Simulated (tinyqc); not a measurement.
# Short-channel transistor, virtual-source model with series resistance: several studies

The current per gate width is the charge at the top of the source barrier (the virtual source) times its velocity times a saturation function; al and be are fitting constants of the model. Units: I in uA/um, Rs in ohm um, so I Rs = 1e-6 I Rs in volts; Q in uC/cm^2, so I = 1e-4 Q vx0 Fsat with vx0 in cm/s.

Values chosen for this exercise: temperature T = 350 K; inversion capacitance Cinv = 3.81 uF/cm^2; velocity at the virtual source vx0 = 2.33e7 cm/s; apparent mobility mu = 260 cm^2/(V s); channel length L = 32 nm; threshold at zero drain voltage VT0 = 0.322 V; drain-induced barrier lowering dl = 0.187 V/V; subthreshold factor n0 = 1.07; growth of n with drain voltage nd = 0 1/V; threshold shift (in units of Vt) from weak to strong inversion al = 3.5; sharpness of saturation be = 2; series resistance of each contact Rs = 50 ohm um.

Constants: q = 1.602176634e-19 C, kB = 1.380649e-23 J/K, Vt = kB T/q. Results are converted to the units shown.

Each table varies one quantity; the others keep the values above.

## Effect of the velocity at the virtual source on the on and off currents

Intrinsic voltages Vg' = Vgs - I Rs, Vd' = Vds - 2 I Rs. n = n0 + nd Vd', VT = VT0 - dl Vd', Ff = 1/(1 + exp((Vg' - VT + al Vt/2)/(al Vt))), Q = Cinv n Vt ln(1 + exp((Vg' - VT + al Vt Ff)/(n Vt))), Vdsat = (vx0 L/mu)(1 - Ff) + Vt Ff, Fsat = u/(1 + u^be)^(1/be) with u = Vd'/Vdsat, and I = Q vx0 Fsat per width. I is solved self-consistently. Ion is I at Vgs = Vds = 0.5 V, Ioff at Vgs = 0, Vds = 0.5 V, and Rlin = Vds/I at Vgs = 0.5 V, Vds = 0.05 V.

Result of one run:
```
vx0 (cm/s)	Ion (uA/um)	Ioff (nA/um)	log10(Ion/Ioff)	Rlin (ohm um)
1e7	818.62	1597.3	2.7097	266.39
```

What becomes of these results when the velocity at the virtual source vx0 is changed from 1e7 to 7.1e6 cm/s, all else the same?

Result of the changed run:
```
vx0 (cm/s)	Ion (uA/um)	Ioff (nA/um)	log10(Ion/Ioff)	Rlin (ohm um)
7.1e6	625.50	1136.1	2.7408	273.86
```

The whole series:
```
vx0 (cm/s)	Ion (uA/um)	Ioff (nA/um)	log10(Ion/Ioff)	Rlin (ohm um)
5e6	464.33	801.07	2.7632	288.15
7.1e6	625.50	1136.1	2.7408	273.86
1e7	818.62	1597.3	2.7097	266.39
1.4e7	1034.7	2230.3	2.6664	262.33
2e7	1268.6	3172.0	2.6020	259.90
2.8e7	1462.2	4411.1	2.5204	258.57
4e7	1613.5	6228.6	2.4134	257.73
```

As vx0 goes from 5e6 to 4e7 cm/s, Ion rises from 464 to 1610 uA/um, Ioff rises from 801 to 6230 nA/um and Rlin falls from 288 to 258 ohm um. Ion changes by a factor of 3.47 and Ioff by 7.78. For vx0 = 7.1e6 to 4e7 cm/s the off current passes 1 uA/um, so the device is hardly off at Vgs = 0.

## Effect of the series resistance of each contact on the on and off currents

Same model as above.

Result of one run:
```
Rs (ohm um)	Ion (uA/um)	Ioff (nA/um)	log10(Ion/Ioff)	Rlin (ohm um)
100	1011	3661	2.441	362.4
```

What becomes of these results when the series resistance of each contact Rs is changed from 100 to 50 ohm um, all else the same?

Result of the changed run:
```
Rs (ohm um)	Ion (uA/um)	Ioff (nA/um)	log10(Ion/Ioff)	Rlin (ohm um)
50	1362	3686	2.568	259.2
```

The whole series:
```
Rs (ohm um)	Ion (uA/um)	Ioff (nA/um)	log10(Ion/Ioff)	Rlin (ohm um)
0	2148	3710	2.763	152.8
25	1660	3698	2.652	206.7
50	1362	3686	2.568	259.2
100	1011	3661	2.441	362.4
150	809.8	3637	2.348	464.3
200	678.0	3614	2.273	565.7
300	514.7	3568	2.159	767.3
400	416.7	3524	2.073	968.3
```

As Rs goes from 0 to 400 ohm um, Ion falls from 2150 to 417 uA/um, Ioff falls from 3710 to 3520 nA/um and Rlin rises from 153 to 968 ohm um. Ion changes by a factor of 0.194 and Ioff by 0.950. In every row the off current passes 1 uA/um, so the device is hardly off at Vgs = 0.

## Supply voltage at a fixed off current

For each supply Vdd, VT0 is set so that I(Vgs = 0, Vds = Vdd) = 10 nA/um; Ion = I(Vdd, Vdd); C = Cinv L + 0.34 fF/um of parasitic capacitance; delay C Vdd/Ion, energy C Vdd^2.

Results:
```
Vdd (V)	VT0 (V)	Ion (uA/um)	delay (ps)	energy (fJ/um)
0.4	0.5086	199.3	3.129	0.2495
0.6	0.5461	967.6	0.9669	0.5613
0.7	0.5648	1440	0.7577	0.7640
0.8	0.5836	1940	0.6429	0.9979
0.9	0.6023	2458	0.5708	1.263
1	0.6210	2988	0.5218	1.559
1.1	0.6397	3526	0.4864	1.887
```

Estimate the missing row, Vdd = 0.5 V.

Computed row:
```
Vdd (V)	VT0 (V)	Ion (uA/um)	delay (ps)	energy (fJ/um)
0.5	0.5274	538.1	1.449	0.3898
```

With this row back in the table: The VT0 needed rises from 0.509 to 0.640 V and Ion rises from 199 to 3530 uA/um. The delay falls from 3.13 to 0.486 ps, while the energy grows as Vdd^2. Going from 0.4 to 0.5 V changes the delay by -54 %, going from 1 to 1.1 V by -6.8 %.

Numbers from tinyqc (`OMP_NUM_THREADS=1 python tinyqc.py 2380174 2380175 out.jsonl`; about 0.02 s on one thread of a shared Intel Xeon 2.30GHz).
